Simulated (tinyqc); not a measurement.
Two coupled magnetic layers: synthetic antiferromagnet, spin flop, exchange bias and magnetoresistance: one step, computed by the program tinyqc. Command: `OMP_NUM_THREADS=1 python tinyqc.py 3031383 3031384 out.jsonl saf walk`. One thread of a shared host (Intel(R) Xeon(R) Processor @ 2.30GHz), about 0.4 s of CPU time with the checks.

Moments lie in the plane at the angles p1, p2 from the field. Energy per area: E = J1 cos(p1 - p2) + J2 cos^2(p1 - p2) - B M_s (t1 cos p1 + t2 cos p2) + K (t1 sin^2 p1 + t2 sin^2 p2).

Question. Saturation field. The parallel state is stable while the Hessian at p1 = p2 = 0 is positive: with c = J1 + 2 J2 and u = B M_s + 2K, (u t1 - c)(u t2 - c) > c^2, so B_sat M_s = c (1/t1 + 1/t2) - 2K. B_K = 2K/M_s.

Inputs (values chosen for the exercise, for a model stack):

| quantity | value | unit |
|---|---|---|
| saturation magnetisation M_s | 1310 | kA/m |
| thickness t1 | 2.8 | nm |
| thickness t2 | 1.7 | nm |
| antiferromagnetic coupling J1 | 0.13 | mJ/m^2 |
| biquadratic coupling J2 | 0 | mJ/m^2 |
| in-plane anisotropy K | 9.1 | kJ/m^3 |
| field over the saturation field | 0.25 | - |

Field direction: along the easy axis.

Give: exchange field c (1/t1 + 1/t2)/M_s; B_K; saturation field B_sat; applied field B.

Answer.

exchange field c (1/t1 + 1/t2)/M_s = 93.82 mT

B_K = 13.89 mT

saturation field B_sat = 79.92 mT

applied field B = 19.98 mT
